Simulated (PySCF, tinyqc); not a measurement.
Inside a calculation. Method: CIS on RHF in the sto-3g basis, for BeH+, spin multiplicity 1. The lowest restricted solution is unstable here: a spin-polarised one lies 0.0069 hartree lower (PySCF). One step of it, computed by the program tinyqc.

Problem. CIS matrix, triplets. A(ia,jb) = (e_a - e_i) d_ij d_ab - (ij|ab).

orbital energies (hartree): MO1 -4.990693, MO2 -0.647263, MO3 -0.252182, MO4 -0.123451, MO5 -0.123451, MO6 0.101463

Two-electron integrals over orbitals (pq|rs), unique and non-zero (hartree):
```
(11|11) 2.275737    (21|11) -0.172519   (21|21) 0.021740    (22|11) 0.451396
(22|21) -0.001151   (22|22) 0.454814    (31|11) -0.171579   (31|21) 0.017841
(31|22) -0.013787   (31|31) 0.026000    (32|11) 0.078244    (32|21) -0.005680
(32|22) -0.065359   (32|31) 0.001770    (32|32) 0.063983    (33|11) 0.521738
(33|21) -0.010740   (33|22) 0.327385    (33|31) 0.002345    (33|32) 0.032043
(33|33) 0.425011    (41|41) 0.015583    (42|41) 0.014203    (42|42) 0.045828
(43|41) 0.013742    (43|42) 0.034772    (43|43) 0.048194    (44|11) 0.569240
(44|21) -0.006069   (44|22) 0.348145    (44|31) -0.006046   (44|32) 0.041167
(44|33) 0.381446    (44|44) 0.449859    (51|51) 0.015583    (52|51) 0.014203
(52|52) 0.045828    (53|51) 0.013742    (53|52) 0.034772    (53|53) 0.048194
(54|54) 0.024249    (55|11) 0.569240    (55|21) -0.006069   (55|22) 0.348145
(55|31) -0.006046   (55|32) 0.041167    (55|33) 0.381446    (55|44) 0.401360
(55|55) 0.449859    (61|11) 0.081951    (61|21) -0.013555   (61|22) -0.008864
(61|31) -0.002135   (61|32) 0.007963    (61|33) 0.014734    (61|44) 0.002116
(61|55) 0.002116    (61|61) 0.015597    (62|11) -0.134236   (62|21) 0.001257
(62|22) 0.019442    (62|31) 0.008498    (62|32) -0.056075   (62|33) -0.008094
(62|44) -0.069224   (62|55) -0.069224   (62|61) 0.005115    (62|62) 0.117285
(63|11) 0.077371    (63|21) -0.003290   (63|22) -0.056866   (63|31) 0.004995
(63|32) 0.060168    (63|33) 0.050233    (63|44) 0.037335    (63|55) 0.037335
(63|61) 0.007758    (63|62) -0.061128   (63|63) 0.076969    (64|41) -0.007020
(64|42) -0.025269   (64|43) -0.007551   (64|64) 0.022188    (65|51) -0.007020
(65|52) -0.025269   (65|53) -0.007551   (65|65) 0.022188    (66|11) 0.481547
(66|21) -0.001926   (66|22) 0.461309    (66|31) -0.012528   (66|32) -0.069538
(66|33) 0.355389    (66|44) 0.351281    (66|55) 0.351281    (66|61) -0.007241
(66|62) 0.045611    (66|63) -0.060181   (66|66) 0.498114
```

Give: CIS matrix A, triplet.

Solution.

CIS matrix A, triplet (hartree), order 1>3, 1>4, 1>5, 1>6, 2>3, 2>4, 2>5, 2>6:
$$\begin{pmatrix}
4.217 & 0.000 & 0.000 & -0.077 & 0.011 & 0.000 & 0.000 & 0.003 \\
0.000 & 4.298 & 0.000 & 0.000 & 0.000 & 0.006 & 0.000 & 0.000 \\
0.000 & 0.000 & 4.298 & 0.000 & 0.000 & 0.000 & 0.006 & 0.000 \\
-0.077 & 0.000 & 0.000 & 4.611 & 0.003 & 0.000 & 0.000 & 0.002 \\
0.011 & 0.000 & 0.000 & 0.003 & 0.068 & 0.000 & 0.000 & 0.057 \\
0.000 & 0.006 & 0.000 & 0.000 & 0.000 & 0.176 & 0.000 & 0.000 \\
0.000 & 0.000 & 0.006 & 0.000 & 0.000 & 0.000 & 0.176 & 0.000 \\
0.003 & 0.000 & 0.000 & 0.002 & 0.057 & 0.000 & 0.000 & 0.287
\end{pmatrix}$$
